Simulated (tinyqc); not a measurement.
# Dose and depth of a threshold implant

Question. A sheet of D acceptors per cm^2 lies at depth xi inside the depleted layer of a body doped Na. In the depletion approximation VT = Vfb + f2 + q D/Cox + gamma sqrt(f2 + Vsb - q D xi/(eps0 eps_r)), gamma = sqrt(2 eps0 eps_r q Na)/Cox, Cox = eps0 eox/tox. Find gamma, D and xi.

Inputs (values chosen for the exercise); band and dielectric values close to those of silicon: relative permittivity eps_r = 11.5; acceptor density deep in the body Na = 2.8e17 cm^-3; relative permittivity of the gate insulator (close to aluminium oxide) eox = 8.76; insulator thickness tox = 18 nm; flat-band voltage Vfb = -0.96 V; band bending 2 phiF at threshold f2 = 0.903 V.

Constants: q = 1.602176634e-19 C, eps0 = 8.8541878128e-14 F/cm where lengths are in cm. Results are converted to the units shown.

VT against the source at Vsb = 0 and 1.5 V (V): 0.77813052  1.2592088

Solution. With y^2 = f2 - q D xi/(eps0 eps_r) and d the difference of the thresholds over gamma, sqrt(y^2 + Vsb) - y = d gives y = (Vsb - d^2)/(2 d). The first threshold then gives D, and y^2 gives xi.

gamma = 0.701 V^0.5
D = 8.30e11 cm^-2
xi = 26.0 nm

tinyqc, about 0.5 s, one thread, Intel Xeon 2.30GHz (shared host): `OMP_NUM_THREADS=1 python tinyqc.py 2080113 2080114 out.jsonl`
